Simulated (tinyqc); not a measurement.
What moves the results: pair of shallow donors (hydrogen-like orbitals). A value that a table varies takes the place of the one given here.

Each donor has the orbital exp(-r/a); energy unit Ha* = q/(eps a), q = e^2/(4 pi eps0), so that a lone donor is bound by Ha*/2; x = R/a. One electron: S = (1 + x + x^2/3) exp(-x), j = 1/x - (1 + 1/x) exp(-2x), k = (1 + x) exp(-x); levels E(+/-) = -1/2 - (j +/- k)/(1 +/- S) in Ha*, without the repulsion of the ions, split by D = |E(-) - E(+)|. In six valleys the overlaps S and k are multiplied by v = [cos(K Rx) + cos(K Ry) + cos(K Rz)]/3, K = k0 (2 pi/a_lat), for isotropic envelopes and the symmetric valley state.

Two electrons, Heitler-London: with S' = (1 - x + x^2/3) exp(x), C = 1/x - exp(-2x)(1/x + 11/8 + 3x/4 + x^2/6), X = (1/5){exp(-2x)(25/8 - 23x/4 - 3x^2 - x^3/3) + (6/x)[S^2 (0.5772157 + ln x) + S'^2 Ei(-4x) - 2 S S' Ei(-2x)]}, Q = C - 2j + 1/x and A = X - 2 S k + S^2/x, the singlet and triplet lie at (Q +/- w A)/(1 +/- w S^2) from two lone donors, with the valley weight w = v^2; the exchange is J = triplet - singlet.

Constants: e^2/(4 pi eps0) = 14.39964547 eV angstrom.

Values chosen for the exercise (near those of two donors in Si; shifted at random, so the results belong to these values and not to a real crystal):

| symbol | value | unit | meaning |
|---|---|---|---|
| a | 17.5 | angstrom | orbital radius |
| eps | 11.1 |  | dielectric constant |
| a_lat | 5.431 | angstrom | lattice constant |
| k0 | 0.851 | 2 pi/a_lat | valley position |
| sites | ((14, 0, 0), (14.25, 0.25, 0.25), (14.5, 0.5, 0), (14, 0.5, 0.5), (13.75, 0.25, -0.25), (14.75, 0.25, -0.25), (14, 1, 0), (14.25, 0.75, -0.25), (15, 0.5, 0.5)) | a_lat | positions of the second donor |
| Ns | (0.041, 0.1, 0.25, 0.62, 1.4, 3.1, 6.2) | x 1e18/cm^3 | donor densities |
| n | (22, 0, 0) | a_lat | separation vector |

## Placement within one cell

D and J for each site, and for v = 1.

Results:

| site | R (angstrom) | v | D (meV) | J (micro-eV) | J for v = 1 |
|---|---|---|---|---|---|
| (14, 0, 0) | 76.0 | 0.953 | 4.99 | 813 | 896 |
| (14.25, 0.25, 0.25) | 77.4 | 0.388 | 1.88 | 120 | 796 |
| (14.5, 0.5, 0) | 78.8 | -0.142 | 0.648 | 14.2 | 707 |
| (14, 0.5, 0.5) | 76.1 | -0.309 | 1.58 | 84.9 | 889 |
| (13.75, 0.25, -0.25) | 74.7 | 0.054 | 0.294 | 2.94 | 1.00e+03 |
| (14.75, 0.25, -0.25) | 80.1 | -0.161 | 0.695 | 16.3 | 630 |
| (14, 1, 0) | 76.2 | 0.817 | 4.22 | 588 | 881 |
| (14.25, 0.75, -0.25) | 77.5 | 0.095 | 0.459 | 7.14 | 790 |
| (15, 0.5, 0.5) | 81.6 | -0.564 | 2.30 | 177 | 557 |

Over these sites the envelope alone changes J by a factor 1.8, and the valley factor v^2 by 310; J runs from 2.94 at (13.75, 0.25, -0.25) to 813 micro-eV at (14, 0, 0). Moves of less than one lattice constant change the phases of the valleys along each axis that moves, so the placement must be exact to the site.

## From lone donors to an impurity band (impurity band of shallow donors (Hubbard estimate))

Donors on a simple cubic lattice of spacing R = N^(-1/3) (1/angstrom^3 = 1e24/cm^3), Ha* = q/(eps a), q = e^2/(4 pi eps0), x = R/a. Hopping t = Ha* (1 + x) exp(-x), band width B = 12 t, on-site repulsion U = (5/8) Ha*; the gap closes near B/U = 1.15. Valley factors and disorder are left out.

Results:

| N (1e18/cm^3) | R (angstrom) | N^(1/3) a | t (meV) | B (meV) | B/U |
|---|---|---|---|---|---|
| 0.041 | 290.0 | 0.060 | 8.28e-05 | 0.000993 | 2.14e-05 |
| 0.10 | 215.4 | 0.081 | 0.00444 | 0.0533 | 0.00115 |
| 0.25 | 158.7 | 0.110 | 0.0858 | 1.03 | 0.0222 |
| 0.62 | 117.3 | 0.149 | 0.702 | 8.42 | 0.182 |
| 1.4 | 89.4 | 0.196 | 2.74 | 32.9 | 0.709 |
| 3.1 | 68.6 | 0.255 | 7.24 | 86.9 | 1.88 |
| 6.2 | 54.4 | 0.321 | 13.6 | 163 | 3.52 |

B/U passes 1.15 between 1.4 and 3.1 x 1e18/cm^3; the root is x = 4.52, N^(1/3) a = 0.221, N = 2 x 1e18/cm^3, below the 3.3 that the empirical rule N^(1/3) a = 0.26 gives; the estimate is rough, since random positions, the overlap of the orbitals and screening are left out. While N grows by 151 times, t grows by 1.64e+05 times.

## What each parameter does

x, D = |E(-) - E(+)| and J. Each row changes one parameter from the base and keeps the others.

Results:

| case | x | D (meV) | J (micro-eV) |
|---|---|---|---|
| base | 6.828 | 0.4306 | 6.29 |
| a = 19.2 angstrom | 6.223 | 0.6506 | 15.6 |
| eps = 12.2 | 6.828 | 0.3918 | 5.72 |
| k0 = 0.831 2 pi/a_lat | 6.828 | 0.4248 | 6.12 |
| n = (23, 0, 0) a_lat | 7.138 | 0.2001 | 1.36 |

The largest shifts from the base row, up to three for each result and ties (the steps differ in size, so this ranks the rows, not the parameters). x: a -0.605, n +0.310; unchanged at the printed digits by eps and k0. D (meV): n -0.231, a +0.220, eps -0.0388. J (micro-eV): a +9.35, n -4.93, eps -0.567.

Program tinyqc; command `OMP_NUM_THREADS=1 python tinyqc.py 1251528 1251529 out.jsonl`; about 0.01 s on one thread of a shared Intel(R) Xeon(R) Processor @ 2.30GHz.
